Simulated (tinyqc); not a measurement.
Cluster expansion of a binary alloy: correlations, fit, cross-validation and ground states: one step, computed by the program tinyqc. Command: `OMP_NUM_THREADS=1 python tinyqc.py 3022665 3022666 out.jsonl clex walk`. One thread of a shared host (Intel(R) Xeon(R) Processor @ 2.30GHz), about 0.09 s of CPU time with the checks.

s = +1 for A and -1 for B. Energy per site E = J0 + J1 P(point) + sum over clusters of m V P, with P the mean product of spins; V > 0 on a pair favours unlike neighbours. Clusters per site m: pair 1 2, pair 2 2, pair 3 2, triplet 4; the triplet is two first-neighbour bonds at a right angle. Formation energies are counted from the line between pure A and pure B, which removes J0 and J1.

Question. The random alloy and its short-range order. Random alloy: P(pair) = p^2, P(triplet) = p^3, p = 1 - 2x, so H_mix = (p^2 - 1) sum m V(pairs) + (p^3 - p) m Vt; G_mix = H_mix + k_B T [x ln x + (1 - x) ln(1 - x)]. To first order in 1/T the Warren-Cowley parameter of shell 1 is alpha_1 = -(1 - p^2) V_eff/(k_B T), V_eff = V1 + (number of triplets on a first-neighbour bond) p Vt, that number being 4.

Inputs (values chosen for the exercise, for a model alloy): first-pair interaction V1 = 16.9 meV; second-pair interaction V2 = 2.6 meV; third-pair interaction V3 = 0.89 meV; triplet interaction Vt = 1.4 meV; temperature T = 1000 K; fraction x of B = 0.18.

Lattice: square.

Constants: k_B = 8.617333262e-05 eV/K.

Give: mixing enthalpy H_mix; mixing free energy G_mix; alpha_1.

Answer.

mixing enthalpy H_mix = -26.193 meV/site

mixing free energy G_mix = -66.814 meV/site

alpha_1 = -0.14034

alpha_1 < 0: unlike neighbours are preferred.
